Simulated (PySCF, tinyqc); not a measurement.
Inside a calculation (part 1 of 3). Method: RHF in the 6-31g basis, for H4, spin multiplicity 1. The lowest restricted solution is unstable here: a spin-polarised one lies 0.0493 hartree lower (PySCF). Computed by tinyqc, a small Python program that keeps every step (integrals from PySCF). Settings: charge = 0, multiplicity = 1, basis = 6-31g, energy threshold = 1e-10, iteration cap = 70, orthogonalisation = symmetric, start = Wolfsberg-Helmholz matrix, DIIS depth = 0, damping = 0.2, method = RHF. Command: `OMP_NUM_THREADS=1 python tinyqc.py 25039 25040 out.jsonl` (the two numbers bound the seeds that draw the settings). One thread of a shared host (Intel(R) Xeon(R) Processor @ 2.60GHz), about 0.06 s of CPU time with the checks. Later iterations appear only in the table of the cycle.

## One-electron integrals

Geometry (angstrom):
```
atom         x         y         z
H     0.000000  0.000000  0.000000
H     0.000000  0.000000  1.490000
H     0.000000  2.321000  0.000000
H     0.000000  2.321000  1.490000
```

Basis 6-31g: exponents (1/bohr^2) and contraction coefficients of normalised primitives:
```
element  l (shell)   exponent  coefficient
H            s (1)  18.731137     0.033495
H            s (1)   2.825394     0.234727
H            s (1)   0.640122     0.813757
H            s (2)   0.161278     1.000000
```

Overlap, kinetic and nuclear-attraction integrals over the contracted functions; the nuclear repulsion is the sum of Za Zb / Rab.

nuclear repulsion = 1.55002095 hartree

overlap S:
```
          1H 1s     1H 2s     2H 1s     2H 2s     3H 1s     3H 2s     4H 1s     4H 2s
1H 1s  1.000000  0.658292  0.056613  0.232449  0.001414  0.052932  0.000111  0.018818
1H 2s  0.658292  1.000000  0.232449  0.527654  0.052932  0.211975  0.018818  0.111849
2H 1s  0.056613  0.232449  1.000000  0.658292  0.000111  0.018818  0.001414  0.052932
2H 2s  0.232449  0.527654  0.658292  1.000000  0.018818  0.111849  0.052932  0.211975
3H 1s  0.001414  0.052932  0.000111  0.018818  1.000000  0.658292  0.056613  0.232449
3H 2s  0.052932  0.211975  0.018818  0.111849  0.658292  1.000000  0.232449  0.527654
4H 1s  0.000111  0.018818  0.001414  0.052932  0.056613  0.232449  1.000000  0.658292
4H 2s  0.018818  0.111849  0.052932  0.211975  0.232449  0.527654  0.658292  1.000000
```

kinetic energy T (hartree):
```
           1H 1s      1H 2s      2H 1s      2H 2s      3H 1s      3H 2s      4H 1s      4H 2s
1H 1s   1.395678   0.259735  -0.046633   0.027893  -0.004284  -0.014075  -0.000513  -0.010038
1H 2s   0.259735   0.241917   0.027893   0.073243  -0.014075  -0.001753  -0.010038  -0.012458
2H 1s  -0.046633   0.027893   1.395678   0.259735  -0.000513  -0.010038  -0.004284  -0.014075
2H 2s   0.027893   0.073243   0.259735   0.241917  -0.010038  -0.012458  -0.014075  -0.001753
3H 1s  -0.004284  -0.014075  -0.000513  -0.010038   1.395678   0.259735  -0.046633   0.027893
3H 2s  -0.014075  -0.001753  -0.010038  -0.012458   0.259735   0.241917   0.027893   0.073243
4H 1s  -0.000513  -0.010038  -0.004284  -0.014075  -0.046633   0.027893   1.395678   0.259735
4H 2s  -0.010038  -0.012458  -0.014075  -0.001753   0.027893   0.073243   0.259735   0.241917
```

nuclear attraction V (hartree):
```
           1H 1s      1H 2s      2H 1s      2H 2s      3H 1s      3H 2s      4H 1s      4H 2s
1H 1s  -2.428240  -1.252419  -0.106029  -0.440835  -0.002088  -0.093091  -0.000171  -0.033395
1H 2s  -1.252419  -1.407333  -0.440835  -0.785124  -0.093091  -0.296501  -0.033395  -0.165439
2H 1s  -0.106029  -0.440835  -2.428240  -1.252419  -0.000171  -0.033395  -0.002088  -0.093091
2H 2s  -0.440835  -0.785124  -1.252419  -1.407333  -0.033395  -0.165439  -0.093091  -0.296501
3H 1s  -0.002088  -0.093091  -0.000171  -0.033395  -2.428240  -1.252419  -0.106029  -0.440835
3H 2s  -0.093091  -0.296501  -0.033395  -0.165439  -1.252419  -1.407333  -0.440835  -0.785124
4H 1s  -0.000171  -0.033395  -0.002088  -0.093091  -0.106029  -0.440835  -2.428240  -1.252419
4H 2s  -0.033395  -0.165439  -0.093091  -0.296501  -0.440835  -0.785124  -1.252419  -1.407333
```

core Hamiltonian H = T + V (hartree):
```
           1H 1s      1H 2s      2H 1s      2H 2s      3H 1s      3H 2s      4H 1s      4H 2s
1H 1s  -1.032561  -0.992684  -0.152662  -0.412942  -0.006373  -0.107166  -0.000684  -0.043433
1H 2s  -0.992684  -1.165416  -0.412942  -0.711881  -0.107166  -0.298254  -0.043433  -0.177897
2H 1s  -0.152662  -0.412942  -1.032561  -0.992684  -0.000684  -0.043433  -0.006373  -0.107166
2H 2s  -0.412942  -0.711881  -0.992684  -1.165416  -0.043433  -0.177897  -0.107166  -0.298254
3H 1s  -0.006373  -0.107166  -0.000684  -0.043433  -1.032561  -0.992684  -0.152662  -0.412942
3H 2s  -0.107166  -0.298254  -0.043433  -0.177897  -0.992684  -1.165416  -0.412942  -0.711881
4H 1s  -0.000684  -0.043433  -0.006373  -0.107166  -0.152662  -0.412942  -1.032561  -0.992684
4H 2s  -0.043433  -0.177897  -0.107166  -0.298254  -0.412942  -0.711881  -0.992684  -1.165416
```

## Two-electron integrals

Functions are numbered as in S; the eight-fold symmetry (ij|kl) = (ji|kl) = (kl|ij) leaves the list below.

Two-electron integrals (ij|kl) in chemists' order, unique and non-zero (hartree):
```
(11|11) 1.076566   (21|11) 0.578470   (21|21) 0.329423   (22|11) 0.587396
(22|21) 0.361304   (22|22) 0.453150   (31|11) 0.037119   (31|21) 0.022672
(31|22) 0.027704   (31|31) 0.002881   (32|11) 0.099931   (32|21) 0.064525
(32|22) 0.089575   (32|31) 0.009381   (32|32) 0.040349   (33|11) 0.354912
(33|21) 0.232996   (33|22) 0.341412   (33|31) 0.037119   (33|32) 0.192488
(33|33) 1.076566   (41|11) 0.192488   (41|21) 0.111113   (41|22) 0.124526
(41|31) 0.009381   (41|32) 0.027368   (41|33) 0.099931   (41|41) 0.040349
(42|11) 0.262236   (42|21) 0.164520   (42|22) 0.215897   (42|31) 0.017098
(42|32) 0.063104   (42|33) 0.262236   (42|41) 0.063104   (42|42) 0.126165
(43|11) 0.232996   (43|21) 0.152438   (43|22) 0.221310   (43|31) 0.022672
(43|32) 0.111113   (43|33) 0.578470   (43|41) 0.064525   (43|42) 0.164520
(43|43) 0.329423   (44|11) 0.341412   (44|21) 0.221310   (44|22) 0.316161
(44|31) 0.027704   (44|32) 0.124526   (44|33) 0.587396   (44|41) 0.089575
(44|42) 0.215897   (44|43) 0.361304   (44|44) 0.453150   (51|11) 0.000641
(51|21) 0.000414   (51|22) 0.000571   (51|31) 0.000031   (51|32) 0.000104
(51|33) 0.000396   (51|41) 0.000143   (51|42) 0.000269   (51|43) 0.000261
(51|44) 0.000392   (51|51) 1.80e-06   (52|11) 0.014929   (52|21) 0.009817
(52|22) 0.014687   (52|31) 0.000784   (52|32) 0.002914   (52|33) 0.011686
(52|41) 0.003427   (52|42) 0.007249   (52|43) 0.007692   (52|44) 0.011661
(52|51) 0.000046   (52|52) 0.002054   (53|11) 0.000043   (53|21) 0.000028
(53|22) 0.000040   (53|31) 2.82e-06   (53|32) 0.000011   (53|33) 0.000043
(53|41) 0.000011   (53|42) 0.000024   (53|43) 0.000028   (53|44) 0.000040
(53|51) 9.90e-08   (53|52) 2.85e-06   (53|53) 1.11e-08   (54|11) 0.005253
(54|21) 0.003455   (54|22) 0.005174   (54|31) 0.000292   (54|32) 0.001108
(54|33) 0.004476   (54|41) 0.001234   (54|42) 0.002689   (54|43) 0.002946
(54|44) 0.004456   (54|51) 0.000016   (54|52) 0.000699   (54|53) 1.16e-06
(54|54) 0.000257   (55|11) 0.227995   (55|21) 0.150086   (55|22) 0.227693
(55|31) 0.012277   (55|32) 0.046981   (55|33) 0.191863   (55|41) 0.052599
(55|42) 0.114460   (55|43) 0.126302   (55|44) 0.191836   (55|51) 0.000641
(55|52) 0.040402   (55|53) 0.000043   (55|54) 0.013600   (55|55) 1.076566
(61|11) 0.040402   (61|21) 0.023742   (61|22) 0.027396   (61|31) 0.001661
(61|32) 0.004915   (61|33) 0.017956   (61|41) 0.008046   (61|42) 0.012571
(61|43) 0.011765   (61|44) 0.017201   (61|51) 0.000046   (61|52) 0.001021
(61|53) 2.85e-06   (61|54) 0.000357   (61|55) 0.014929   (61|61) 0.002054
(62|11) 0.086317   (62|21) 0.055226   (62|22) 0.076075   (62|31) 0.004321
(62|32) 0.015070   (62|33) 0.058867   (62|41) 0.019167   (62|42) 0.036960
(62|43) 0.038533   (62|44) 0.056860   (62|51) 0.000172   (62|52) 0.005329
(62|53) 0.000012   (62|54) 0.001857   (62|55) 0.086317   (62|61) 0.005329
(62|62) 0.020362   (63|11) 0.007649   (63|21) 0.004962   (63|22) 0.006984
(63|31) 0.000683   (63|32) 0.002937   (63|33) 0.013600   (63|41) 0.002074
(63|42) 0.004843   (63|43) 0.008084   (63|44) 0.009510   (63|51) 0.000010
(63|52) 0.000282   (63|53) 1.16e-06   (63|54) 0.000110   (63|55) 0.004476
(63|61) 0.000420   (63|62) 0.001400   (63|63) 0.000257   (64|11) 0.040533
(64|21) 0.026171   (64|22) 0.036960   (64|31) 0.002549   (64|32) 0.009828
(64|33) 0.040533   (64|41) 0.009828   (64|42) 0.021181   (64|43) 0.026171
(64|44) 0.036960   (64|51) 0.000077   (64|52) 0.002473   (64|53) 0.000007
(64|54) 0.000951   (64|55) 0.040533   (64|61) 0.002473   (64|62) 0.009701
(64|63) 0.000951   (64|64) 0.005669   (65|11) 0.150086   (65|21) 0.098795
(65|22) 0.149683   (65|31) 0.008082   (65|32) 0.030927   (65|33) 0.126302
(65|41) 0.034623   (65|42) 0.075282   (65|43) 0.083143   (65|44) 0.126255
(65|51) 0.000414   (65|52) 0.023742   (65|53) 0.000028   (65|54) 0.008084
(65|55) 0.578470   (65|61) 0.009817   (65|62) 0.055226   (65|63) 0.002946
(65|64) 0.026171   (65|65) 0.329423   (66|11) 0.227693   (66|21) 0.149683
(66|22) 0.225091   (66|31) 0.012266   (66|32) 0.046945   (66|33) 0.191836
(66|41) 0.052466   (66|42) 0.113528   (66|43) 0.126255   (66|44) 0.191273
(66|51) 0.000571   (66|52) 0.027396   (66|53) 0.000040   (66|54) 0.009510
(66|55) 0.587396   (66|61) 0.014687   (66|62) 0.076075   (66|63) 0.004456
(66|64) 0.036960   (66|65) 0.361304   (66|66) 0.453150   (71|11) 0.000043
(71|21) 0.000028   (71|22) 0.000040   (71|31) 2.82e-06   (71|32) 0.000011
(71|33) 0.000043   (71|41) 0.000011   (71|42) 0.000024   (71|43) 0.000028
(71|44) 0.000040   (71|51) 9.90e-08   (71|52) 2.85e-06   (71|53) 1.11e-08
(71|54) 1.16e-06   (71|55) 0.000043   (71|61) 2.85e-06   (71|62) 0.000012
(71|63) 1.16e-06   (71|64) 0.000007   (71|65) 0.000028   (71|66) 0.000040
(71|71) 1.11e-08   (72|11) 0.004476   (72|21) 0.002946   (72|22) 0.004456
(72|31) 0.000292   (72|32) 0.001234   (72|33) 0.005253   (72|41) 0.001108
(72|42) 0.002689   (72|43) 0.003455   (72|44) 0.005174   (72|51) 0.000010
(72|52) 0.000420   (72|53) 1.16e-06   (72|54) 0.000180   (72|55) 0.007649
(72|61) 0.000282   (72|62) 0.001400   (72|63) 0.000129   (72|64) 0.000951
(72|65) 0.004962   (72|66) 0.006984   (72|71) 1.16e-06   (72|72) 0.000257
(73|11) 0.000396   (73|21) 0.000261   (73|22) 0.000392   (73|31) 0.000031
(73|32) 0.000143   (73|33) 0.000641   (73|41) 0.000104   (73|42) 0.000269
(73|43) 0.000414   (73|44) 0.000571   (73|51) 7.08e-07   (73|52) 0.000024
(73|53) 9.90e-08   (73|54) 0.000010   (73|55) 0.000396   (73|61) 0.000024
(73|62) 0.000102   (73|63) 0.000016   (73|64) 0.000077   (73|65) 0.000261
(73|66) 0.000392   (73|71) 9.90e-08   (73|72) 0.000016   (73|73) 1.80e-06
(74|11) 0.011686   (74|21) 0.007692   (74|22) 0.011661   (74|31) 0.000784
(74|32) 0.003427   (74|33) 0.014929   (74|41) 0.002914   (74|42) 0.007249
(74|43) 0.009817   (74|44) 0.014687   (74|51) 0.000024   (74|52) 0.000981
(74|53) 2.85e-06   (74|54) 0.000420   (74|55) 0.017956   (74|61) 0.000716
(74|62) 0.003468   (74|63) 0.000357   (74|64) 0.002473   (74|65) 0.011765
(74|66) 0.017201   (74|71) 2.85e-06   (74|72) 0.000699   (74|73) 0.000046
(74|74) 0.002054   (75|11) 0.012277   (75|21) 0.008082   (75|22) 0.012266
(75|31) 0.000729   (75|32) 0.002937   (75|33) 0.012277   (75|41) 0.002937
(75|42) 0.006790   (75|43) 0.008082   (75|44) 0.012266   (75|51) 0.000031
(75|52) 0.001661   (75|53) 2.82e-06   (75|54) 0.000683   (75|55) 0.037119
(75|61) 0.000784   (75|62) 0.004321   (75|63) 0.000292   (75|64) 0.002549
(75|65) 0.022672   (75|66) 0.027704   (75|71) 2.82e-06   (75|72) 0.000683
(75|73) 0.000031   (75|74) 0.001661   (75|75) 0.002881   (76|11) 0.046981
(76|21) 0.030927   (76|22) 0.046945   (76|31) 0.002937   (76|32) 0.012309
(76|33) 0.052599   (76|41) 0.011427   (76|42) 0.027346   (76|43) 0.034623
(76|44) 0.052466   (76|51) 0.000104   (76|52) 0.004915   (76|53) 0.000011
(76|54) 0.002074   (76|55) 0.099931   (76|61) 0.002914   (76|62) 0.015070
(76|63) 0.001234   (76|64) 0.009828   (76|65) 0.064525   (76|66) 0.089575
(76|71) 0.000011   (76|72) 0.002937   (76|73) 0.000143   (76|74) 0.008046
(76|75) 0.009381   (76|76) 0.040349   (77|11) 0.191863   (77|21) 0.126302
(77|22) 0.191836   (77|31) 0.012277   (77|32) 0.052599   (77|33) 0.227995
(77|41) 0.046981   (77|42) 0.114460   (77|43) 0.150086   (77|44) 0.227693
(77|51) 0.000396   (77|52) 0.017956   (77|53) 0.000043   (77|54) 0.007649
(77|55) 0.354912   (77|61) 0.011686   (77|62) 0.058867   (77|63) 0.005253
(77|64) 0.040533   (77|65) 0.232996   (77|66) 0.341412   (77|71) 0.000043
(77|72) 0.013600   (77|73) 0.000641   (77|74) 0.040402   (77|75) 0.037119
(77|76) 0.192488   (77|77) 1.076566   (81|11) 0.013600   (81|21) 0.008084
(81|22) 0.009510   (81|31) 0.000683   (81|32) 0.002074   (81|33) 0.007649
(81|41) 0.002937   (81|42) 0.004843   (81|43) 0.004962   (81|44) 0.006984
(81|51) 0.000016   (81|52) 0.000357   (81|53) 1.16e-06   (81|54) 0.000129
(81|55) 0.005253   (81|61) 0.000699   (81|62) 0.001857   (81|63) 0.000180
(81|64) 0.000951   (81|65) 0.003455   (81|66) 0.005174   (81|71) 1.16e-06
(81|72) 0.000110   (81|73) 0.000010   (81|74) 0.000282   (81|75) 0.000292
(81|76) 0.001108   (81|77) 0.004476   (81|81) 0.000257   (82|11) 0.040533
(82|21) 0.026171   (82|22) 0.036960   (82|31) 0.002549   (82|32) 0.009828
(82|33) 0.040533   (82|41) 0.009828   (82|42) 0.021181   (82|43) 0.026171
(82|44) 0.036960   (82|51) 0.000077   (82|52) 0.002473   (82|53) 0.000007
(82|54) 0.000951   (82|55) 0.040533   (82|61) 0.002473   (82|62) 0.009701
(82|63) 0.000951   (82|64) 0.005669   (82|65) 0.026171   (82|66) 0.036960
(82|71) 0.000007   (82|72) 0.000951   (82|73) 0.000077   (82|74) 0.002473
(82|75) 0.002549   (82|76) 0.009828   (82|77) 0.040533   (82|81) 0.000951
(82|82) 0.005669   (83|11) 0.017956   (83|21) 0.011765   (83|22) 0.017201
(83|31) 0.001661   (83|32) 0.008046   (83|33) 0.040402   (83|41) 0.004915
(83|42) 0.012571   (83|43) 0.023742   (83|44) 0.027396   (83|51) 0.000024
(83|52) 0.000716   (83|53) 2.85e-06   (83|54) 0.000282   (83|55) 0.011686
(83|61) 0.000981   (83|62) 0.003468   (83|63) 0.000699   (83|64) 0.002473
(83|65) 0.007692   (83|66) 0.011661   (83|71) 2.85e-06   (83|72) 0.000357
(83|73) 0.000046   (83|74) 0.001021   (83|75) 0.000784   (83|76) 0.003427
(83|77) 0.014929   (83|81) 0.000420   (83|82) 0.002473   (83|83) 0.002054
(84|11) 0.058867   (84|21) 0.038533   (84|22) 0.056860   (84|31) 0.004321
(84|32) 0.019167   (84|33) 0.086317   (84|41) 0.015070   (84|42) 0.036960
(84|43) 0.055226   (84|44) 0.076075   (84|51) 0.000102   (84|52) 0.003468
(84|53) 0.000012   (84|54) 0.001400   (84|55) 0.058867   (84|61) 0.003468
(84|62) 0.014206   (84|63) 0.001857   (84|64) 0.009701   (84|65) 0.038533
(84|66) 0.056860   (84|71) 0.000012   (84|72) 0.001857   (84|73) 0.000172
(84|74) 0.005329   (84|75) 0.004321   (84|76) 0.019167   (84|77) 0.086317
(84|81) 0.001400   (84|82) 0.009701   (84|83) 0.005329   (84|84) 0.020362
(85|11) 0.052599   (85|21) 0.034623   (85|22) 0.052466   (85|31) 0.002937
(85|32) 0.011427   (85|33) 0.046981   (85|41) 0.012309   (85|42) 0.027346
(85|43) 0.030927   (85|44) 0.046945   (85|51) 0.000143   (85|52) 0.008046
(85|53) 0.000011   (85|54) 0.002937   (85|55) 0.192488   (85|61) 0.003427
(85|62) 0.019167   (85|63) 0.001108   (85|64) 0.009828   (85|65) 0.111113
(85|66) 0.124526   (85|71) 0.000011   (85|72) 0.002074   (85|73) 0.000104
(85|74) 0.004915   (85|75) 0.009381   (85|76) 0.027368   (85|77) 0.099931
(85|81) 0.001234   (85|82) 0.009828   (85|83) 0.002914   (85|84) 0.015070
(85|85) 0.040349   (86|11) 0.114460   (86|21) 0.075282   (86|22) 0.113528
(86|31) 0.006790   (86|32) 0.027346   (86|33) 0.114460   (86|41) 0.027346
(86|42) 0.062670   (86|43) 0.075282   (86|44) 0.113528   (86|51) 0.000269
(86|52) 0.012571   (86|53) 0.000024   (86|54) 0.004843   (86|55) 0.262236
(86|61) 0.007249   (86|62) 0.036960   (86|63) 0.002689   (86|64) 0.021181
(86|65) 0.164520   (86|66) 0.215897   (86|71) 0.000024   (86|72) 0.004843
(86|73) 0.000269   (86|74) 0.012571   (86|75) 0.017098   (86|76) 0.063104
(86|77) 0.262236   (86|81) 0.002689   (86|82) 0.021181   (86|83) 0.007249
(86|84) 0.036960   (86|85) 0.063104   (86|86) 0.126165   (87|11) 0.126302
(87|21) 0.083143   (87|22) 0.126255   (87|31) 0.008082   (87|32) 0.034623
(87|33) 0.150086   (87|41) 0.030927   (87|42) 0.075282   (87|43) 0.098795
(87|44) 0.149683   (87|51) 0.000261   (87|52) 0.011765   (87|53) 0.000028
(87|54) 0.004962   (87|55) 0.232996   (87|61) 0.007692   (87|62) 0.038533
(87|63) 0.003455   (87|64) 0.026171   (87|65) 0.152438   (87|66) 0.221310
(87|71) 0.000028   (87|72) 0.008084   (87|73) 0.000414   (87|74) 0.023742
(87|75) 0.022672   (87|76) 0.111113   (87|77) 0.578470   (87|81) 0.002946
(87|82) 0.026171   (87|83) 0.009817   (87|84) 0.055226   (87|85) 0.064525
(87|86) 0.164520   (87|87) 0.329423   (88|11) 0.191836   (88|21) 0.126255
(88|22) 0.191273   (88|31) 0.012266   (88|32) 0.052466   (88|33) 0.227693
(88|41) 0.046945   (88|42) 0.113528   (88|43) 0.149683   (88|44) 0.225091
(88|51) 0.000392   (88|52) 0.017201   (88|53) 0.000040   (88|54) 0.006984
(88|55) 0.341412   (88|61) 0.011661   (88|62) 0.056860   (88|63) 0.005174
(88|64) 0.036960   (88|65) 0.221310   (88|66) 0.316161   (88|71) 0.000040
(88|72) 0.009510   (88|73) 0.000571   (88|74) 0.027396   (88|75) 0.027704
(88|76) 0.124526   (88|77) 0.587396   (88|81) 0.004456   (88|82) 0.036960
(88|83) 0.014687   (88|84) 0.076075   (88|85) 0.089575   (88|86) 0.215897
(88|87) 0.361304   (88|88) 0.453150
```

## Orthogonalisation

S = U s U^T; symmetric (Loewdin) form X = U s^(-1/2) U^T, so that X^T S X = 1.

eigenvalues of S: 0.172758  0.262398  0.307099  0.413781  1.141546  1.254763  1.951819  2.495835

X:
```
           1H 1s      1H 2s      2H 1s      2H 2s      3H 1s      3H 2s      4H 1s      4H 2s
1H 1s   1.260277  -0.513402   0.029095   0.029314  -0.013713   0.054857  -0.006294   0.003193
1H 2s  -0.513402   1.463383   0.029314  -0.398823   0.054857  -0.193710   0.003193   0.047352
2H 1s   0.029095   0.029314   1.260277  -0.513402  -0.006294   0.003193  -0.013713   0.054857
2H 2s   0.029314  -0.398823  -0.513402   1.463383   0.003193   0.047352   0.054857  -0.193710
3H 1s  -0.013713   0.054857  -0.006294   0.003193   1.260277  -0.513402   0.029095   0.029314
3H 2s   0.054857  -0.193710   0.003193   0.047352  -0.513402   1.463383   0.029314  -0.398823
4H 1s  -0.006294   0.003193  -0.013713   0.054857   0.029095   0.029314   1.260277  -0.513402
4H 2s   0.003193   0.047352   0.054857  -0.193710   0.029314  -0.398823  -0.513402   1.463383
```

## Starting guess

The start is the generalised Wolfsberg-Helmholz matrix (K = 1.75) built on H; D = 2 C_occ C_occ^T.

D at the start:
```
           1H 1s      1H 2s      2H 1s      2H 2s      3H 1s      3H 2s      4H 1s      4H 2s
1H 1s   0.124776   0.200959   0.124776   0.200959  -0.052257  -0.044792  -0.052257  -0.044792
1H 2s   0.200959   0.338720   0.200959   0.338720  -0.044792  -0.002424  -0.044792  -0.002424
2H 1s   0.124776   0.200959   0.124776   0.200959  -0.052257  -0.044792  -0.052257  -0.044792
2H 2s   0.200959   0.338720   0.200959   0.338720  -0.044792  -0.002424  -0.044792  -0.002424
3H 1s  -0.052257  -0.044792  -0.052257  -0.044792   0.124776   0.200959   0.124776   0.200959
3H 2s  -0.044792  -0.002424  -0.044792  -0.002424   0.200959   0.338720   0.200959   0.338720
4H 1s  -0.052257  -0.044792  -0.052257  -0.044792   0.124776   0.200959   0.124776   0.200959
4H 2s  -0.044792  -0.002424  -0.044792  -0.002424   0.200959   0.338720   0.200959   0.338720
```
